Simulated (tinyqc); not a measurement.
Binding against position: donor or exciton in a quantum well (variational effective-mass method). Computed by tinyqc, a small Python program. Command: `OMP_NUM_THREADS=1 python tinyqc.py 3008132 3008133 out.jsonl welldonor walk`. One thread of a shared host (Intel(R) Xeon(R) Processor @ 2.30GHz), about 0.04 s of CPU time with the checks.

H = -nabla^2 - 2/|r - r_i| + V(z) in effective units; trial function psi = f(z) exp(-|r - r_i|/lambda), f the ground state of the well. Mass and screening are the same in well and barrier; l = L/a* is the width in effective units. Bands are flat: no polarisation or applied field.

Inputs (values chosen for the exercise, for a model semiconductor): electron mass m = 0.0622 m_0; dielectric constant eps = 12.5; well width L = 11 nm.

Centre: donor. Barriers: infinite.

Constants: Ry = 13.605693123 eV; a_0 = 0.529177210903 angstrom.

Method:
- Ry* = Ry m/eps^2, a* = a_0 eps/m; l = L/a*.
- k = pi/l; f = cos(k z) inside and zero outside; subband energy k^2 Ry*.
- Binding E_b(lambda) = -1/lambda^2 + 4 A/(lambda B), with A = int f^2 exp(-2 s/lambda) dz, B = int f^2 exp(-2 s/lambda)(1 + 2 s/lambda) dz and s = |z - z_i|; 40 Gauss-Legendre points on each piece between the walls at z = -l/2 and l/2 and z_i.
- Each row maximises over lambda (golden section, 0.3 to 4).

l = 1.03436

Ry* = 5.41615 meV

Against position:

| z_i/L | lambda (a*) | binding (Ry*) | binding (meV) |
|---|---|---|---|
| 0.0 | 0.8173 | 2.2272 | 12.063 |
| 0.1 | 0.8368 | 2.1451 | 11.618 |
| 0.2 | 0.9010 | 1.9270 | 10.437 |
| 0.3 | 1.0181 | 1.6492 | 8.932 |
| 0.4 | 1.1754 | 1.3958 | 7.560 |
| 0.5 | 1.3364 | 1.2046 | 6.524 |

From the centre to the wall the binding falls from 12.063 to 6.524 meV, 54 % of the centre value, since the walls keep the electron away from an off-centre ion; uniform doping thus gives a band of levels 5.539 meV wide, with a peak in its density at the centre value, where the slope vanishes.

Extremes, crossings and ranges named in words are read from the listed rows.
